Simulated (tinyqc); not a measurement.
Inside a calculation. Method: Pariser-Parr-Pople SCF with singles CI, for the molecule C=CC(=C)C(C=C)=CC=O (SMILES; centres numbered as the heavy atoms are written). One step of it, computed by the program tinyqc.

Task: Iteration 1: orbitals and new P. Diagonalise F (the basis is taken as orthonormal) and form P = 2 sum c c over the lowest orbitals; 0.5 of the old P is kept.

F (eV):
```
            1C         2C         3C         4C         5C         6C         7C         8C
1C   -6.435000  -4.953867   0.000000   0.597049   0.174591   0.000000  -0.060301   0.000000
2C   -4.953867  -6.435000  -3.546960   0.000000   0.000000   0.065097   0.000000   0.116231
3C    0.000000  -3.546960  -6.435000  -4.683419  -3.513092   0.000000   0.142081   0.000000
4C    0.597049   0.000000  -4.683419  -6.435000   0.000000   0.174624   0.000000   0.472612
5C    0.174591   0.000000  -3.513092   0.000000  -6.435000  -3.637383   0.000000  -4.409814
6C    0.000000   0.065097   0.000000   0.174624  -3.637383  -6.435000  -4.895081   0.000000
7C   -0.060301   0.000000   0.142081   0.000000   0.000000  -4.895081  -6.435000   0.637503
8C    0.000000   0.116231   0.000000   0.472612  -4.409814   0.000000   0.637503  -6.435000
9C   -0.047497   0.000000   0.096531   0.000000   0.000000   0.139215   0.000000  -3.829554
10O   0.000000  -0.037228   0.000000  -0.261844   0.539865   0.000000  -0.425721   0.000000

            9C         10O
1C   -0.047497    0.000000
2C    0.000000   -0.037228
3C    0.096531    0.000000
4C    0.000000   -0.261844
5C    0.000000    0.539865
6C    0.139215    0.000000
7C    0.000000   -0.425721
8C   -3.829554    0.000000
9C   -6.435000   -4.881251
10O  -4.881251  -12.190000
```

pi electrons, sum of z_r less the charge = 10

P at the start:
```
            1C         2C         3C         4C         5C         6C         7C         8C
1C    1.000000   0.908302   0.000000  -0.402599  -0.095812   0.000000   0.051920   0.000000
2C    0.908302   1.000000   0.409891   0.000000   0.000000  -0.043892   0.000000  -0.063776
3C    0.000000   0.409891   1.000000   0.812490   0.398034   0.000000  -0.095812   0.000000
4C   -0.402599   0.000000   0.812490   1.000000   0.000000  -0.095812   0.000000  -0.318644
5C   -0.095812   0.000000   0.398034   0.000000   1.000000   0.441926   0.000000   0.715352
6C    0.000000  -0.043892   0.000000  -0.095812   0.441926   1.000000   0.887558   0.000000
7C    0.051920   0.000000  -0.095812   0.000000   0.000000   0.887558   1.000000  -0.349820
8C    0.000000  -0.063776   0.000000  -0.318644   0.715352   0.000000  -0.349820   1.000000
9C    0.032035   0.000000  -0.065103   0.000000   0.000000  -0.076394   0.000000   0.510192
10O   0.000000   0.031365   0.000000   0.258959  -0.354065   0.000000   0.279269   0.000000

            9C        10O
1C    0.032035   0.000000
2C    0.000000   0.031365
3C   -0.065103   0.000000
4C    0.000000   0.258959
5C    0.000000  -0.354065
6C   -0.076394   0.000000
7C    0.000000   0.279269
8C    0.510192   0.000000
9C    1.000000   0.853583
10O   0.853583   1.000000
```

Give: orbital energies; P after iteration 1.

Result:

orbital energies (eV): -15.5497  -14.3947  -12.5115  -10.8629  -10.0946  -4.6769  -2.4097  -1.2038  -0.1525  1.7513

P after iteration 1:
```
          1C       2C       3C       4C       5C       6C       7C       8C
1C    1.0004   0.9170  -0.0006  -0.3841  -0.0899  -0.0005   0.0444   0.0022
2C    0.9170   0.9998   0.3911  -0.0022   0.0032  -0.0379  -0.0024  -0.0585
3C   -0.0006   0.3911   1.0009   0.8279   0.3857   0.0008  -0.0877  -0.0036
4C   -0.3841  -0.0022   0.8279   0.9707   0.0407  -0.0950  -0.0316  -0.3048
5C   -0.0899   0.0032   0.3857   0.0407   0.9427   0.4316   0.0441   0.7234
6C   -0.0005  -0.0379   0.0008  -0.0950   0.4316   1.0007   0.8927  -0.0032
7C    0.0444  -0.0024  -0.0877  -0.0316   0.0441   0.8927   0.9659  -0.3394
8C    0.0022  -0.0585  -0.0036  -0.3048   0.7234  -0.0032  -0.3394   1.0144
9C    0.0311  -0.0057  -0.0639  -0.0652   0.0948  -0.0775  -0.0716   0.5102
10O  -0.0055   0.0251   0.0099   0.2169  -0.3163   0.0086   0.2409  -0.0445

          9C      10O
1C    0.0311  -0.0055
2C   -0.0057   0.0251
3C   -0.0639   0.0099
4C   -0.0652   0.2169
5C    0.0948  -0.3163
6C   -0.0775   0.0086
7C   -0.0716   0.2409
8C    0.5102  -0.0445
9C    0.8286   0.7933
10O   0.7933   1.2759
```
